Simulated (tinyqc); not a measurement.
What each parameter does: thin-body film or fin with hard walls, valleys of the Si type.

Six ellipsoidal valleys with their long axes along the cube axes, mass ml along the axis and mt across it. For a valley whose axis makes the angle theta with the surface normal, 1/m_z = cos^2(theta)/ml + sin^2(theta)/mt sets the confinement; in the plane the masses are m_1 = mt and m_2 = ml mt/m_z, and m_d = sqrt(m_1 m_2).

A film of thickness t between hard walls, flat band inside: E_n = c (n pi/t)^2/m_z above the bulk edge, c = hbar^2/2m0. Without degeneracy the sheet density is N2 exp((EF - Ec)/kB T) with N2 = sum_i g m_d/(2 pi c) kB T exp(-E_i/kB T) over n = 1 to 40 of each group; a classical film has t Nc with Nc = 2 g_all (m_dos kB T/(4 pi c))^(3/2), m_dos = (ml mt^2)^(1/3). The threshold shift is dVt = kB T ln(t Nc/N2).

Constants: hbar^2/2m0 = 3.80998211 eV angstrom^2; kB = 8.617333262e-05 eV/K.

Values chosen for the exercise (near those of Si; not measured data): ml = 0.934 m0 (longitudinal mass); mt = 0.192 m0 (transverse mass); face = 110 (face of the film or side wall of the fin); T = 350 K (temperature); t = 38 angstrom (body thickness); g_all = 6 (number of valleys).

E1 is the lowest level, and the share is that of its group in N2.

One parameter was then changed.

Results before and after:
```
case     E1 (eV)  share (%)  dVt (mV)  Nc (1e19/cm^3)
base      0.0818       90.3      72.2           3.521
changed   0.0805       90.6      71.3           3.692
```

Which of these changes was made? (a) ml = 1.027 m0; (b) mt = 0.173 m0; (c) t = 44 angstrom; (d) T = 400 K.
Answer: (a) ml = 1.027 m0. Of the candidates, run in turn, only this one gives the changed row.

All candidates:
```
case             E1 (eV)  share (%)  dVt (mV)  Nc (1e19/cm^3)
base              0.0818       90.3      72.2           3.521
t = 44 angstrom   0.0610       85.5      54.2           3.521
T = 400 K         0.0818       88.1      72.3           4.301
ml = 1.027 m0     0.0805       90.6      71.3           3.692
mt = 0.173 m0     0.0892       92.2      79.0           3.172
```

Program tinyqc; command `OMP_NUM_THREADS=1 python tinyqc.py 1282567 1282568 out.jsonl`; about 0.01 s on one thread of a shared Intel(R) Xeon(R) Processor @ 2.30GHz.
